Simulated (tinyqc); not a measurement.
Biaxially strained (001) channel, valley splitting in an inversion layer: two steps of the calculation.

A thin layer grown on a relaxed buffer is stretched in the plane. The two valleys with their long axis along the growth direction (D2) sink against the four in-plane ones (D4); confinement in a triangular well splits them too. Only the lowest subband of each set is kept; one relaxation time, so the weakening of intervalley scattering is left out.

Parameters, values chosen for the exercise; values close to those of silicon on relaxed silicon-germanium:
```
symbol,value,unit,meaning
T,273,K,temperature
ml,0.926,m0,longitudinal mass
mt,0.187,m0,transverse mass
Ns,8.4e12,cm^-2,inversion density
```

Constants: q = 1.602176634e-19 C, kB = 1.380649e-23 J/K, Vt = kB T/q. Results are converted to the units shown.

Question 1. Fermi level by Newton steps. f = N2 ln(1 + exp((EF - E2)/Vt)) + N4 ln(1 + exp((EF - E4)/Vt)) - Ns, f' = [N2/(1 + exp((E2 - EF)/Vt)) + N4/(1 + exp((E4 - EF)/Vt))]/Vt, EF(new) = EF - f/f'.

EF at the start = 0.117 eV
E2 = 0.11673759 eV
E4 = 0.46684615 eV
N2 = 3.6753976e12 cm^-2
N4 = 1.6357579e13 cm^-2

Give: f; f'; EF after iteration 1.

Answer 1.

f = -5.8318e12 cm^-2
f' = 7.8552e13 cm^-2/eV
EF after iteration 1 = 0.19124 eV

Question 2. Share of the light valleys and conductivity mass. EF solves Ns = N2 ln(1 + exp((EF - E2)/Vt)) + N4 ln(1 + exp((EF - E4)/Vt)); f2 is the share in D2, and 1/mc = f2/mt + (1 - f2)(1/mt + 1/ml)/2.

EF = 0.16797976 eV
E2 = 0.11673759 eV
N2 = 3.6753976e12 cm^-2

Wanted: f2; mc.

Answer 2.

f2 = 1.000
mc = 0.1870 m0

Computed by the program tinyqc: `OMP_NUM_THREADS=1 python tinyqc.py 2530102 2530103 out.jsonl`, one thread of a shared Intel Xeon 2.30GHz, about 0.02 s for the whole run.
